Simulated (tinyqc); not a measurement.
Kinetics of strain relaxation and threading dislocations in mismatched semiconductor layers: one step, computed by the program tinyqc. Command: `OMP_NUM_THREADS=1 python tinyqc.py 3003758 3003759 out.jsonl threading walk`. One thread of a shared host (Intel(R) Xeon(R) Processor @ 2.30GHz), about 0.01 s of CPU time with the checks.

60-degree dislocations on {111} planes of a (001) layer, isotropic elasticity. The Schmid factor is 1/sqrt(6), and a misfit segment relieves strain with b/2.

Task: Graded buffer. In steady grading, strain is fed at R_f R_g and relieved at (b/4) rho v. As a glide-limited estimate, the driving stress is taken as the mean stress of the strained top zone, whose depth z solves R_f z/2 = e_eq(z), with strain R_f z at the surface; tau_g = S R_f z/2 is its mean; then rho = 4 R_f R_g/(b m tau_g), m = v0 exp(-Q/(k_B T_g)), S = (1/sqrt 6) 2 G (1 + nu)/(1 - nu), e_eq(z) = b (1 - nu/4) [ln(z/b) + 1]/(4 pi (1 + nu) z).

Inputs (values chosen for the exercise, modelled on Ge on Si):
```
quantity                                  value          unit
misfit f                                 0.0427             -
shear modulus G                              55           GPa
Poisson ratio nu                           0.26             -
Burgers vector b                              4      angstrom
glide activation energy Q                   1.6            eV
velocity prefactor v0                     26000   m/s per MPa
grading rate (misfit per thickness) R_f   0.017  1/micrometre
growth temperature of the buffer T_g        708             K
growth rate R_g                             1.6          nm/s
```

Constants: k_B = 8.617333262e-05 eV/K.

Give: depth z of the strained zone; stress tau_g; thread density of the buffer; buffer thickness f/R_f.

Result:

depth z of the strained zone = 137.9 nm

stress tau_g = 89.62 MPa

thread density of the buffer = 2.861e+06 1/cm^2

buffer thickness f/R_f = 2.512 micrometre

Raising T_g by 50 K would lower this density by a factor 5.6: fast glide lets few threads do the work.
